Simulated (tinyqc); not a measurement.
Admittance spectroscopy and thermally stimulated current of one trap level in a depletion layer: one step, computed by the program tinyqc. Command: `OMP_NUM_THREADS=1 python tinyqc.py 3112914 3112915 out.jsonl admit walk`. One thread of a shared host (Intel(R) Xeon(R) Processor @ 2.30GHz), about 0.01 s of CPU time with the checks.

A Schottky junction on n-type material holds one donor-like electron trap; shallow donors are fully ionised and abrupt depletion edges are assumed.

Question. The capacitance step. With E_c - E_F = k_B T_p ln(N_c/N): lambda = sqrt(2 eps eps_0 (E_t - (E_c - E_F))/(e^2 N)); traps are empty and charged for x < x_t = w - lambda, and V_b = e (N w^2 + N_t x_t^2)/(2 eps eps_0). High frequency: C_hf = eps eps_0/w. Low frequency: C_lf = eps eps_0 (N + N_t)/(N w + N_t x_t).

Inputs (values chosen for the exercise, modelled on n-type germanium):
```
quantity                         value    unit
dielectric constant eps           15.9       -
shallow doping N               4.5e+16  1/cm^3
trap density N_t               3.4e+15  1/cm^3
trap depth E_t below the band    0.159      eV
band bending V_b                   0.4       V
```

E_c - E_F = k_B T_p ln(N_c/N) = 0.04013056 eV

Constants: eps_0 = 8.8541878128e-12 F/m; e = 1.602176634e-19 C.

Give: lambda; depletion width w; crossing point x_t; C_hf; C_lf; step (C_lf - C_hf)/C_hf; small-N_t estimate (N_t/N)(lambda/w).

Answer.

lambda = 68.13 nm

depletion width w = 124.0 nm

crossing point x_t = 55.90 nm

C_hf = 113.5 nF/cm^2

C_lf = 118.1 nF/cm^2

step (C_lf - C_hf)/C_hf = 0.04014

small-N_t estimate (N_t/N)(lambda/w) = 0.04150

Reading N_t/N straight from the step would give 0.0401 against the true 0.0756: the factor lambda/w must be known.
